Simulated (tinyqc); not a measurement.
Input admittance of a MOSFET at zero drain bias: distributed channel and distributed gate: two steps of the calculation.

Source and drain grounded, strong inversion, w = 2 pi f, Cox = eps0 eox/tox. The channel is an RC line of resistance 1/(mu Cox Vo) per square fed from both ends, so one finger has the intrinsic admittance y = i w Cox L tanh(g)/g per width, g = (1/2) sqrt(i w tau), tau = L^2/(mu Vo). The vertical resistance rv/L is in series with y, the overlaps 2 i w Cov in parallel: y_t = 1/(1/y + rv/L) + 2 i w Cov. The gate strip is a line of Rsh/L per length loaded by y_t, so a finger has Y = y_t Wf tanh(k)/k, k = (Wf/sd) sqrt(y_t Rsh/L); the device has Nf Y.

Values chosen for this exercise; values of the order met in silicon radio-frequency transistors:
- eox = 3.9 (relative permittivity of the gate insulator (close to silicon dioxide))
- tox = 7.2 nm (insulator thickness)
- L = 1.9 um (channel length)
- Wf = 5 um (finger width)
- Nf = 4 (number of fingers)
- mu = 270 cm^2/(V s) (channel mobility)
- Vo = 0.65 V (gate overdrive)
- Rsh = 14 ohm/square (sheet resistance of the gate)
- rv = 1.5 ohm um^2 (vertical resistivity of the gate stack)
- sd = 1 (number of ends at which a finger is contacted)
- Cov = 0.39 fF/um (overlap and fringe capacitance on each side)
- f = 2.4 GHz (frequency)

Constants: eps0 = 8.8541878128e-14 F/cm where lengths are in cm. Results are converted to the units shown.

Problem 1. Low-frequency resistances and capacitance. Low-frequency limits, with c = Cox L and ct = c + 2 Cov: R_strip = Rsh Wf/(3 sd^2 L Nf), R_ch = (c/ct)^2 L/(12 mu Cox Vo Wf Nf), R_vert = (c/ct)^2 rv/(L Wf Nf), C = ct Wf Nf.

Wanted: parts; sum; C; 1/(2 pi R C).

Solution 1.

parts (ohm): strip 3.070, channel 79.81, vertical 0.03349
sum = 82.91 ohm
C = 197.8 fF
1/(2 pi R C) = 9.702 GHz

The channel term is the largest, 96.3 % of the sum.

Problem 2. Input impedance of the device. k and Y as defined; Z = 1/(Nf Y) = R + 1/(i w C); Q = |Im Z|/R; signal at the point farthest from a contact |1/cosh k|.

y_t = 32.38402+139.13931i uS/um

Give: k; Nf Y; R; C; Q; signal at the far point.

Solution 2.

k = 0.12705+0.10087i
Nf Y = 0.6700+2.7715i mS
R = 82.409 ohm
C = 194.53 fF
Q = 4.1366
signal at the far point = 0.99697

Computed by the program tinyqc: `OMP_NUM_THREADS=1 python tinyqc.py 2262122 2262123 out.jsonl`, one thread of a shared Intel Xeon 2.30GHz, about 0.01 s for the whole run.
